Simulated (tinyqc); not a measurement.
Electrons shared among three sets of ellipsoidal valleys, step by step. Values are carried at full precision from step to step, so a last printed digit may differ when a step is redone from the rounded ones.

Constants: hbar^2/2m0 = 3.80998211 eV angstrom^2; kB = 8.617333262e-05 eV/K.

Inputs chosen for the exercise (masses and offsets near those of InP; mobilities are free inputs, held fixed; not measured data): ml = (0.076, 1.839, 1.351) m0 (longitudinal masses of Gamma, L, X); mt = (0.076, 0.1357, 0.2588) m0 (transverse masses); M = (1, 4, 3) (valleys in each set); T = 200 K; dE = (0, 0.491, 0.745) eV (edges of Gamma, L, X above the first); n = 2.6e+16 1/cm^3 (total electron density); mu = (5400, 410, 210) cm^2/(V s) (mobility of each set).

## Masses of each set

One valley: m_d = (ml mt^2)^(1/3). Whole set: m_de = M^(2/3) m_d. Mean over three axes: 1/m_c = (1/ml + 2/mt)/3. Anisotropy K = ml/mt.

m_d, m_de, m_c (m0) and K of each set:
```
set       m_d    m_de     m_c      K
Gamma  0.0760  0.0760  0.0760   1.00
L      0.3235  0.8152  0.1963  13.55
X      0.4489  0.9338  0.3543   5.22
```

m_de/m_c is 1.00 for Gamma, 4.15 for L, 2.64 for X: many anisotropic valleys give many states at a light conductivity mass. m_c is the mean over three axes; a set that holds only some of the equivalent valleys conducts with a mass that depends on direction.

## Effective densities of states

N_i = M_i times N = 2 (m kB T/(4 pi c))^(3/2) with c = hbar^2/2m0, in 1/angstrom^3; times 1e24 for 1/cm^3, with m = (ml mt^2)^(1/3).

kT = 0.017235 eV

N_i (1/cm^3): Gamma 2.8619e+17, L 1.0055e+19, X 1.2327e+19

## Fermi level and populations

F_j(eta) = (1/Gamma(j + 1)) integral_0^infinity x^j dx/(1 + exp(x - eta)), which tends to exp(eta) for eta << 0.

Solve n = sum_i N_i F_1/2((EF - dE_i)/kT), energies from the edge of the first set.

EF = -0.0408 eV

eta_i: Gamma -2.37, L -30.86, X -45.59

n_i (1/cm^3): Gamma 2.60e+16, L 4.00e+05, X 0.195

shares: Gamma 1.0000, L 0.0000, X 0.0000

Gamma holds most electrons (100.0 %). Boltzmann weights N_i exp(-dE_i/kT) would give L a share of 0.0000.

## Drift and Hall mobility of the mixture

With f_i the shares, mu_drift = sum f_i mu_i; low-field Hall mobility mu_H = sum f_i mu_i^2/mu_drift (scattering and anisotropy factors set to 1); the Hall density is n mu_drift/mu_H; rho = 1/(e n mu_drift), e = 1.602176634e-19 C.

mu_drift = 5400 cm^2/(V s)
mu_H = 5400 cm^2/(V s)
Hall density = 2.60e+16 1/cm^3
rho = 0.0445 ohm cm

A Hall measurement would read 100.0 % of the true density.

## Checks

- Share of L at n = 1e10 1/cm^3 against the Boltzmann weight: both 1.490e-11.

Run: tinyqc, `OMP_NUM_THREADS=1 python tinyqc.py 1681819 1681820 out.jsonl`; Intel(R) Xeon(R) Processor @ 2.30GHz, one thread, shared host; about 0.01 s of CPU time with all checks.
